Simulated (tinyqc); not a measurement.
Trading HF for NH4F at fixed fluoride: speciation in dilute and buffered hydrofluoric acid, oxide etch rate and bath loading. Computed by tinyqc, a small Python program. Command: `OMP_NUM_THREADS=1 python tinyqc.py 3121070 3121071 out.jsonl hfetch walk`. One thread of a shared host (Intel(R) Xeon(R) Processor @ 2.30GHz), about 0.01 s of CPU time with the checks.

Concentrations stand for activities, NH4+ and Cl- are spectators, and water ionisation is neglected. H, F and HF2 denote the ions H+, F- and HF2-. The base temperature is 298 K.

Inputs (values chosen for the exercise, of the order of those for thermal oxide at room temperature): HF added = 0.86 mol/L; NH4F added = 1.7 mol/L; K1 = [H][F]/[HF] = 0.000747 mol/L; K2 = [HF2]/([HF][F]) = 3.85 L/mol; K3 = [H2F2]/[HF]^2 = 2.36 L/mol; rate constant of neutral HF k_a = 11 nm L/(min mol); rate constant of HF2 k_b = 52 nm L/(min mol).

Method:
- Fluoride balance: [HF] + [F] + 2 [HF2] + 2 [H2F2] = HF added + NH4F added. Acid balance: [H] + [HF] + [HF2] + 2 [H2F2] = HF added + HCl added. For a trial [H], [HF] = [H][F]/K1, and the fluoride balance is a quadratic in [F].
- Rate = k_a ([HF] + 2 [H2F2]) + k_b [HF2], an empirical two-term form.
- Total fluoride is held at HF + NH4F added, without HCl; x is the share added as HF.

Against x:
```
x         pH  [F] (mol/L)  [HF] (mol/L)  [HF2] (mol/L)  rate (nm/min)
0.05  5.3838       2.3176       0.01282        0.11440          6.098
0.15  4.7299       1.8481       0.04608        0.32788         17.667
0.30  4.1239       1.2176       0.12255        0.57449         32.001
0.40  3.7861       0.8812       0.19303        0.65492         38.114
0.50  3.4865       0.6245       0.27275        0.65580         40.964
0.60  3.2152       0.4338       0.35378        0.59083         41.113
0.75  2.8151       0.2287       0.46872        0.41279         38.027
0.90  2.2803       0.0815       0.57243        0.17970         32.654
1.00  1.3973       0.0117       0.62830        0.02834         28.881
```

What follows from these numbers?

[HF2] is largest at x = 0.5 and the rate at x = 0.6 among these rows; HF2 needs both HF and F. At its best the mixture etches 1.42 times as fast as HF alone.

Extremes, crossings and ranges named in words are read from the listed rows.
